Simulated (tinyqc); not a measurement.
# Superjunction drift layer against a plain one, charge balance, step by step

tinyqc, about 0.01 s, one thread, Intel Xeon 2.30GHz (shared host): `OMP_NUM_THREADS=1 python tinyqc.py 2590067 2590068 out.jsonl` Printed values are rounded.

Alternating n and p pillars of equal width wp, doping N and length Lp. When depleted, the lateral field peaks at Ex = q N wp/(2 eps0 eps_r) at the pillar junctions and a uniform vertical field Ey is added; breakdown is taken where Ex^2 + Ey^2 = Ef^2. Only the n pillars conduct, narrowed by the zero-bias depletion. A first-order model: the field peaks at the pillar ends are left out.

Parameters, values chosen for the exercise; values close to those of 4H silicon carbide:
- eps_r = 9.53 (relative permittivity of the semiconductor)
- E16 = 2.55 MV/cm (critical field at a doping of 1e16 cm^-3)
- mx = 987 cm^2/(V s) (mobility at low doping)
- mi = 40.5 cm^2/(V s) (mobility at high doping)
- Nr = 2e17 cm^-3 (reference doping of the mobility)
- BV = 3000 V (wanted breakdown voltage)
- wp = 1.5 um (width of each pillar)
- Ef = 2.3 MV/cm (critical field inside the pillars)
- a = 0.66 (lateral peak field as a share of Ef)
- Vb = 2.8 V (built-in voltage of the pillar junctions)
- dl = -2.5 % (charge imbalance (Nn - Np)/N)

Constants: q = 1.602176634e-19 C, eps0 = 8.8541878128e-14 F/cm where lengths are in cm. Results are converted to the units shown.

## Iteration 1: doping of the plain drift layer

N at the start = 1e14 cm^-3

Ec(N) = E16 (N/1e16 cm^-3)^(1/8); N(new) = eps0 eps_r Ec(N)^2/(2 q BV).

Ec = 1.43397 MV/cm
N after iteration 1 = 1.80493e15 cm^-3

## Iteration 2: doping of the plain drift layer

As before.

Ec = 2.05872 MV/cm
N after iteration 2 = 3.72028e15 cm^-3

## Course of the iteration: doping of the plain drift layer

Stop when N changes by less than 1e8 cm^-3, or after 40 iterations.

Course of the iteration:
```
iteration	N (cm^-3)	|change| (cm^-3)
1	1.80493e15	1.70e15
2	3.72028e15	1.92e15
3	4.45763e15	7.37e14
4	4.66376e15	2.06e14
5	4.71677e15	5.30e13
6	4.73011e15	1.33e13
7	4.73345e15	3.34e12
8	4.73429e15	8.36e11
9	4.73450e15	2.09e11
10	4.73455e15	5.23e10
11	4.73456e15	1.31e10
12	4.73457e15	3.27e9
13	4.73457e15	8.16e8
14	4.73457e15	2.04e8
15	4.73457e15	5.10e7
```

Converged in 15 iterations. At the end each change is about 0.25 times the one before: linear convergence.

## Thickness and resistance of the plain layer

N of the plain layer = 4.73457e15 cm^-3

Ec(N) = E16 (N/1e16 cm^-3)^(1/8), mu(N) = mi + (mx - mi)/(1 + (N/Nr)^0.9). W = 2 BV/Ec, Rsp = W/(q mu N).

mu = 955.504 cm^2/(V s)
W = 25.8346 um
Rsp = 3.56433 mohm cm^2

## Design of the pillars

Ex = a Ef gives N = 2 eps0 eps_r a Ef/(q wp); Ey = Ef sqrt(1 - a^2); Lp = BV/Ey; xd = sqrt(eps0 eps_r Vb/(q N)) on each side; Rsp = 2 Lp/(q mu(N) N (1 - 2 xd/wp)). mu(N) = mi + (mx - mi)/(1 + (N/Nr)^0.9).

N = 1.06596e17 cm^-3
Ey = 1.72791 MV/cm
Lp = 17.3620 um
xd = 0.117618 um
Rsp = 0.374264 mohm cm^2

The pillars have an aspect ratio of 11.6. Their doping is 22.5 times, and their Rsp 0.105 times, that of the plain layer.

## Loss of breakdown voltage by imbalance

An imbalance dl leaves the mean net doping |dl| N/2, which tilts the vertical field by s = q |dl| N/(2 eps0 eps_r): BV(dl) = Ey Lp - s Lp^2/2, or Ey^2/(2 s) if the field reaches zero inside the pillar.

tilt s = 25.3 kV/(cm um)
BV(dl) = 2618.68 V
loss = 12.7107 %
